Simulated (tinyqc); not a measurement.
MOS capacitor on a p-type substrate, surface potential from the exact charge relation: two steps of the calculation.

Uniform p-type substrate, Boltzmann statistics, full ionisation, classical densities. psi is the surface potential against the body (positive when the bands bend down) and u = psi/Vt. Traps are spread evenly over the gap and neutral at flat band, so their charge is -q Dit psi; the minority quasi-Fermi level is shifted by Vb.

Values chosen for this exercise; band and dielectric values close to those of silicon:
```
symbol    value         unit                                                                 meaning
T           293            K                                                             temperature
Eg          1.1           eV                                                                band gap
eps_r      11.6                                                                relative permittivity
Nc      2.71e19        cm^-3                                  conduction-band density of states at T
Nv      2.58e19        cm^-3                                     valence-band density of states at T
N        6.5e17        cm^-3                                       acceptor density of the substrate
eox         3.9               relative permittivity of the gate insulator (close to silicon dioxide)
tox         4.6           nm                                                     insulator thickness
Nf      -1.7e10        cm^-2                            fixed charge at the interface, in units of q
Dit           0  cm^-2 eV^-1                                              density of interface traps
Vb            0            V                    reverse bias of the inversion layer against the body
Vg         2.76            V                                           gate voltage against the body
```

Constants: q = 1.602176634e-19 C, kB = 1.380649e-23 J/K, Vt = kB T/q, eps0 = 8.8541878128e-14 F/cm where lengths are in cm. Results are converted to the units shown.

Task 1. Newton step for the surface potential. u = psi/Vt; F^2 = exp(-u) + u - 1 + r (exp(u) - u - 1); Qs = -sign(u) Q0 F; Cs = -dQs/dpsi = (Q0/Vt) |1 - exp(-u) + r (exp(u) - 1)|/(2 F). f = Vfb + psi + (q Dit psi - Qs)/Cox - Vg, f' = 1 + (Cs + q Dit)/Cox, psi(new) = psi - f/f'.

psi after iteration 2 = 1.0694670 V
Cox = 0.75068114 uF/cm^2
Vfb = -0.18342694 V
Q0 = 73.493763 nC/cm^2
r = 1.9865218e-16

Find: u; F; Qs; Cs; f; f'; psi after iteration 3.

Result 1.

u = 42.357
F = 23.134
Qs = -1700.2 nC/cm^2
Cs = 31.130 uF/cm^2
f = 0.39093 V
f' = 42.469
psi after iteration 3 = 1.0603 V

Task 2. Charges, field and capacitances at the solution. ni = sqrt(Nc Nv) exp(-Eg/(2 Vt)), Eg in volts; phiF = Vt ln(N/ni); Cox = eps0 eox/tox; Vfb = phiM - chi - (Eg - Vt ln(Nv/N)) - q Nf/Cox; Q0 = sqrt(2 eps0 eps_r q N Vt); r = (ni/N)^2 exp(-Vb/Vt); VT = Vfb + [(2 phiF + Vb)(1 + q Dit/Cox) + sqrt(2 eps0 eps_r q N (2 phiF + Vb))/Cox].

Low frequency: 1/C_LF = 1/Cox + 1/(Cs + q Dit). High frequency, in the simple estimate in which traps and minority carriers do not follow: 1/C_HF = 1/Cox + 1/Cd, Cd being Cs with r = 0 at the same psi. Minority sheet density N_inv = (Q0/(2 q)) int_0^u r (exp(t) - 1)/F(t) dt for u > 0. Oxide field |Qs - q Dit psi + q Nf|/(eps0 eox).

converged psi = 1.0592460 V

Give: Qs; N_inv; oxide field; Cs; C_LF/Cox; C_HF/Cox.

Result 2.

Qs = -1414.4 nC/cm^2
N_inv = 5.9448e12 cm^-2
oxide field = 4.1039 MV/cm
Cs = 24.988 uF/cm^2
C_LF/Cox = 0.97083
C_HF/Cox = 0.23252

The surface is in strong inversion (borders at |psi| = 0, phiF + Vb and 2 phiF + Vb = 0.913 V). Minority carriers make up 67.3 % of Qs.

Numbers from tinyqc (`OMP_NUM_THREADS=1 python tinyqc.py 2060148 2060149 out.jsonl`; about 0.06 s on one thread of a shared Intel Xeon 2.30GHz).
